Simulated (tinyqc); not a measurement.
# Thin-body transistor below threshold, two-dimensional Poisson equation on a small mesh: several studies

A thin body on a thick buried insulator of low permittivity, taken as carrying no normal field at the bottom of the body (row 0). Mobile charge is neglected (subthreshold), the body is fully depleted, and potentials are counted from the intrinsic level; rows run upward to the gate, columns from source to drain.

Values chosen for this exercise; semiconductor permittivity close to that of silicon:
- T = 293 K (temperature)
- eps_r = 11.7 (relative permittivity of the semiconductor)
- eox = 7.5 (relative permittivity of the insulator)
- tb = 6 nm (body thickness)
- tox = 1.9 nm (insulator thickness)
- L = 41 nm (channel length)
- Na = 1.7e18 cm^-3 (acceptor density of the depleted body)
- Vbi = 0.59 V (potential of the source)
- Vfb = 0.06 V (gate offset)
- Vg = 0 V (gate voltage)
- Vd = 0.7 V (drain voltage)

Constants: q = 1.602176634e-19 C, kB = 1.380649e-23 J/K, Vt = kB T/q, eps0 = 8.8541878128e-14 F/cm where lengths are in cm. Results are converted to the units shown.

Each table varies one quantity; the others keep the values above.

## Effect of the acceptor density of the depleted body

Mesh: rows i = 0..12 in the semiconductor (step hs = tb/12, row 12 on the interface), then 8 step(s) ho = tox/8 up to the gate row 20; columns j = 0..80 (step hy = L/80). Box integration, divided by eps0: up_i = eps hy/h of the interval above row i, dn_i = that of the interval below (0 for row 0), lat_i = (sum of eps h/2 over the intervals above and below)/hy, s_i = -q Na w_i hy/eps0 with w_i the semiconductor height of the box (hs/2 for row 0 and the interface row, hs between, 0 in the insulator). Each free node obeys (up + dn + 2 lat) psi = up psi(above) + dn psi(below) + lat [psi(left) + psi(right)] + s. Fixed values: gate row Vg - Vfb; column 0 at Vbi and the last column at Vbi + Vd in the semiconductor, each running linearly to Vg - Vfb across the insulator. The system is solved directly. On row 0 the minimum of psi and its place come from a parabola through the three lowest nodes; barrier = Vbi - minimum, swing = Vt ln 10/(d psi/dVg), DIBL = (d psi/dVd)/(d psi/dVg) there. Lambda = pi/k with k the smallest positive root of tan(k tox) tan(k tb) = eox/eps_r.

Results:
```
Na (cm^-3)	L/Lambda	barrier (V)	place y/L	swing (mV/decade)	DIBL (mV/V)
0	2.325	0.5918	0.4498	62.27	23.06
5e17	2.325	0.6179	0.4511	62.26	23.27
2e18	2.325	0.6963	0.4545	62.22	23.84
3e18	2.325	0.7486	0.4565	62.20	24.18
5e18	2.325	0.8532	0.4600	62.17	24.80
```

Estimate the missing row, Na = 1e18 cm^-3.

Computed row:
```
Na (cm^-3)	L/Lambda	barrier (V)	place y/L	swing (mV/decade)	DIBL (mV/V)
1e18	2.325	0.6440	0.4523	62.24	23.47
```

With this row back in the table: As Na goes from 0 to 5e18 cm^-3, the barrier rises from 0.592 to 0.853 V, the swing stays near 62.2 mV a decade and DIBL rises from 23.1 to 24.8 mV/V; the ideal swing is 58.1. The barrier top moves from y/L = 0.450 to 0.460, towards the middle.

## Effect of the gate voltage

Same model as above.

Effect of the gate voltage:
```
Vg (V)	L/Lambda	barrier (V)	place y/L	swing (mV/decade)	DIBL (mV/V)
-0.2	2.325	0.8676	0.4615	62.15	25.06
-0.12	2.325	0.7928	0.4588	62.18	24.58
-0.04	2.325	0.7180	0.4556	62.21	24.03
0.04	2.325	0.6433	0.4519	62.25	23.41
0.12	2.325	0.5686	0.4475	62.30	22.68
0.2	2.325	0.4939	0.4422	62.36	21.84
```

As Vg goes from -0.2 to 0.2 V, the barrier falls from 0.868 to 0.494 V, the swing stays near 62.2 mV a decade and DIBL falls from 25.1 to 21.8 mV/V; the ideal swing is 58.1. The barrier top moves from y/L = 0.461 to 0.442, towards the source.

## Effect of the channel length

Same model as above.

Result of one run:
```
L (nm)	L/Lambda	barrier (V)	place y/L	swing (mV/decade)	DIBL (mV/V)
51	2.891	0.7180	0.4629	59.75	9.379
```

What becomes of these results when the channel length L is changed from 51 to 28 nm, all else the same?

Result of the changed run:
```
L (nm)	L/Lambda	barrier (V)	place y/L	swing (mV/decade)	DIBL (mV/V)
28	1.587	0.5440	0.4311	73.39	87.31
```

The whole series:
```
L (nm)	L/Lambda	barrier (V)	place y/L	swing (mV/decade)	DIBL (mV/V)
16	0.9071	0.2040	0.3552	138.6	394.0
19	1.077	0.3153	0.3887	106.2	256.1
23	1.304	0.4361	0.4134	85.70	154.1
28	1.587	0.5440	0.4311	73.39	87.31
34	1.928	0.6260	0.4441	66.24	46.85
42	2.381	0.6860	0.4550	61.86	21.59
51	2.891	0.7180	0.4629	59.75	9.379
62	3.515	0.7343	0.4695	58.73	3.469
```

As L goes from 16 to 62 nm, the barrier rises from 0.204 to 0.734 V, the swing falls from 139 to 58.7 mV a decade and DIBL falls from 394 to 3.47 mV/V; the ideal swing is 58.1. L/Lambda goes from 0.91 to 3.5. Between the last two rows DIBL decays with a length of 11.1 nm; 2 Lambda/pi is 11.2 nm.

Program tinyqc, `OMP_NUM_THREADS=1 python tinyqc.py 2480051 2480052 out.jsonl`; Intel Xeon 2.30GHz, shared host, one thread, about 0.09 s.
